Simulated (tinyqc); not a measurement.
Hydrogenic impurity: series, fields, screening, photoionisation and donor-acceptor pairs: one step, computed by the program tinyqc.

One isotropic, parabolic band. Effective units: Ry* and a*, in which H = -nabla^2 - 2/r.

Question. Overlap of donors. Wigner-Seitz radius r_s = (3/(4 pi N))^(1/3); Mott criterion N_c^(1/3) a* = 0.26; overlap of two 1s orbitals at distance d: S = exp(-x)(1 + x + x^2/3), x = d/a*, with d = N^(-1/3).

Inputs (values chosen for the exercise, for a model semiconductor): donor density N = 2.7e+17 cm^-3.

Parts treated: screening and pairs.

a* = 46.18953 angstrom

Give: r_s; Mott density; N over the Mott density; overlap S.

Answer.

r_s = 95.98 angstrom

Mott density = 1.784e+17 cm^-3

N over the Mott density = 1.514

overlap S = 0.2839

The sample is on the metallic side of the criterion: isolated levels no longer exist. Caution: N lies above the Mott density, where the levels of isolated donors have no meaning.
